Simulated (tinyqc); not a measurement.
Inside a calculation. Model: fully depleted semiconductor-on-insulator film with two gates, non-linear Poisson equation by Newton steps.

tinyqc, about 0.3 s, one thread, Intel Xeon 2.30GHz (shared host): `OMP_NUM_THREADS=1 python tinyqc.py 2190127 2190128 out.jsonl` Printed values are rounded.

One dimension across the film, front interface at x = 0, back interface at x = ts. psi is counted from the intrinsic level, n = ni exp(psi/Vt) (source grounded), holes neglected, acceptors ionised. Gates act through Cox = eps0 eox/tox and Cbox = 3.9 eps0/tb with potentials G1 = Vg - (phiM - chi - Vt ln(Nc/ni)) and G2 = Vb - (phiB - chi - Vt ln(Nc/ni)). Classical Boltzmann densities, no interface charge, no depletion in the back plane.

Values chosen for this exercise; band and dielectric values those of a made-up semiconductor:
- T = 400 K (temperature)
- Eg = 0.685 eV (band gap)
- eps_r = 15 (relative permittivity)
- Nc = 3.94e17 cm^-3 (conduction-band density of states at T)
- Nv = 1.27e19 cm^-3 (valence-band density of states at T)
- chi = 4.19 eV (electron affinity)
- eox = 3.9 (relative permittivity of the gate insulator (close to silicon dioxide))
- tox = 1.3 nm (insulator thickness)
- ts = 5.3 nm (film thickness)
- tb = 48 nm (buried-oxide thickness (eps_r 3.9))
- Na = 1e15 cm^-3 (acceptor density of the film)
- phiM = 4.62 eV (work function of the front gate)
- phiB = 4.83 eV (work function of the back plane)
- Vb = 0.2 V (back-gate voltage)
- Vg = 0.7 V (front-gate voltage)

Constants: q = 1.602176634e-19 C, kB = 1.380649e-23 J/K, Vt = kB T/q, eps0 = 8.8541878128e-14 F/cm where lengths are in cm. Results are converted to the units shown.

Range of the model: In so thin a film or at such density quantum confinement moves the charge away from the interfaces and raises the threshold.

## Capacitances and gate potentials

ni = sqrt(Nc Nv) exp(-Eg/(2 Vt)), Eg in volts; Cox, Cbox, G1, G2 as defined; Cs = eps0 eps_r/ts; a = eps0 eps_r/h with h = ts/9; coupling ratio of a depleted film Cs Cbox/(Cox (Cs + Cbox)).

ni = 1.08228e14 cm^-3
Cox = 2.65626 uF/cm^2
Cbox = 0.0719403 uF/cm^2
Cs = 2.50590 uF/cm^2
a = 22.5531 uF/cm^2
G1 = 0.552644 V
G2 = -0.157356 V
coupling ratio = 0.0263275

## Iteration 1: density, residual and Jacobian diagonal

psi at the start, node 0 to 9 (V): [0.3, 0.3, 0.3, 0.3, 0.3, 0.3, 0.3, 0.3, 0.3, 0.3]

Nodes 0 to 9, h = ts/9, box widths w = h (h/2 at both ends), a = eps0 eps_r/h. F_i = a (psi_(i+1) - 2 psi_i + psi_(i-1)) - q w_i (n_i + Na); F_0 = a (psi_1 - psi_0) + Cox (G1 - psi_0) - q w_0 (n_0 + Na); F_9 = a (psi_8 - psi_9) + Cbox (G2 - psi_9) - q w_9 (n_9 + Na). Diagonal b_i = -2 a - q w_i n_i/Vt, with -a - Cox and -a - Cbox in place of -2 a at the ends.

```
node   n (cm^-3)  residual F (C/cm^2)  diagonal b (F/cm^2)
0     6.51889e17           6.68007e-7          -2.52986e-5
1     6.51889e17          -6.16003e-9          -4.52847e-5
2     6.51889e17          -6.16003e-9          -4.52847e-5
3     6.51889e17          -6.16003e-9          -4.52847e-5
4     6.51889e17          -6.16003e-9          -4.52847e-5
5     6.51889e17          -6.16003e-9          -4.52847e-5
6     6.51889e17          -6.16003e-9          -4.52847e-5
7     6.51889e17          -6.16003e-9          -4.52847e-5
8     6.51889e17          -6.16003e-9          -4.52847e-5
9     6.51889e17          -3.59823e-8          -2.27143e-5
```

## Iteration 1: Newton step

Solve a d_(i-1) + b_i d_i + a d_(i+1) = -F_i for all nodes. Half of the step is added while the largest |d| exceeds 1.5 Vt, the full step after that.

```
node  Newton step d, before damping (V)  psi after iteration 1 (V)
0                              0.149277                   0.374639
1                              0.137830                   0.368915
2                              0.127747                   0.363873
3                              0.118947                   0.359474
4                              0.111362                   0.355681
5                              0.104930                   0.352465
6                              0.099602                   0.349801
7                              0.095336                   0.347668
8                              0.092096                   0.346048
9                              0.089859                   0.344929
```

## Iteration 2: density, residual and Jacobian diagonal

As before.

```
node   n (cm^-3)  residual F (C/cm^2)  diagonal b (F/cm^2)
0     5.68304e18           3.16928e-7          -2.59872e-5
1     4.81356e18          -3.00485e-8          -4.64238e-5
2     4.15856e18          -2.47682e-8          -4.62445e-5
3     3.66022e18          -2.08515e-8          -4.61081e-5
4     3.27884e18          -1.79299e-8          -4.60037e-5
5     2.98680e18          -1.57483e-8          -4.59238e-5
6     2.76466e18          -1.41277e-8          -4.58630e-5
7     2.59873e18          -1.29429e-8          -4.58176e-5
8     2.47945e18          -1.21064e-8          -4.57849e-5
9     2.40026e18          -2.22306e-8          -2.29536e-5
```

## Iteration 2: Newton step

As before.

```
node  Newton step d, before damping (V)  psi after iteration 2 (V)
0                             0.0296499                   0.404289
1                             0.0201120                   0.389027
2                             0.0130814                   0.376955
3                             0.0078093                   0.367283
4                             0.0038087                   0.359490
5                             0.0007546                   0.353220
6                            -0.0015738                   0.348227
7                            -0.0033286                   0.344339
8                            -0.0046146                   0.341434
9                            -0.0055026                   0.339427
```

## Iteration 3: density, residual and Jacobian diagonal

As before.

```
node   n (cm^-3)  residual F (C/cm^2)  diagonal b (F/cm^2)
0     1.34324e19          -1.34963e-8          -2.70477e-5
1     8.62714e18          -9.48203e-9          -4.74677e-5
2     6.07802e18          -3.21965e-9          -4.67699e-5
3     4.59093e18         -9.57208e-10          -4.63629e-5
4     3.66192e18         -1.96004e-10          -4.61086e-5
5     3.05291e18         -6.80280e-12          -4.59419e-5
6     2.64127e18         -2.67802e-11          -4.58292e-5
7     2.35952e18         -1.10733e-10          -4.57521e-5
8     2.16877e18         -2.00586e-10          -4.56999e-5
9     2.04611e18         -1.36900e-10          -2.29051e-5
```

## Iteration 3: Newton step

As before.

```
node  Newton step d, before damping (1e-3 V)  psi after iteration 3 (V)
0                                   -2.45278                   0.401836
1                                   -2.34317                   0.386684
2                                   -2.05848                   0.374896
3                                   -1.78287                   0.365500
4                                   -1.56417                   0.357925
5                                   -1.40629                   0.351814
6                                   -1.30021                   0.346927
7                                   -1.23463                   0.343105
8                                   -1.19950                   0.340234
9                                   -1.18704                   0.338240
```

## Course of the Newton iteration

Stop when the largest undamped |d| is below 1e-9 V, or after 80 iterations.

Course of the iteration:
```
iteration  largest |F| (C/cm^2)  largest |d| (V)
1                       6.68e-7            0.149
2                       3.17e-7           0.0296
3                       1.35e-8          2.45e-3
4                      1.84e-10          4.93e-5
5                      7.77e-14          2.49e-8
6                       < 1e-19          < 1e-13
```

Converged in 6 iterations.

## Electron sheet density, centroid and oxide fields

converged psi, node 0 to 9 (V): [0.401789, 0.386635, 0.374848, 0.365454, 0.357882, 0.351772, 0.346887, 0.343066, 0.340196, 0.338202]

n_i = ni exp(psi_i/Vt); N_inv = sum w_i n_i with w = ts/9, halved at the ends; centroid sum w n x/N_inv; fields (G1 - psi_0)/tox and (G2 - psi_9)/tb.

n, node 0 to 9 (cm^-3): [1.24927e19, 8.04864e18, 5.71768e18, 4.35371e18, 3.49504e18, 2.92734e18, 2.54055e18, 2.27395e18, 2.09230e18, 1.97469e18]
N_inv = 2.27799e12 cm^-2
centroid = 1.79557 nm
field in the front oxide = 1.16042 MV/cm
field in the buried oxide = -0.103241 MV/cm

The centroid lies at 0.34 of the film, so the electrons fill the film, with n at the back 0.158 times that at the front. A 400-interval mesh gives N_inv = 2.267e12 cm^-2; this mesh is 0.49 % above it.
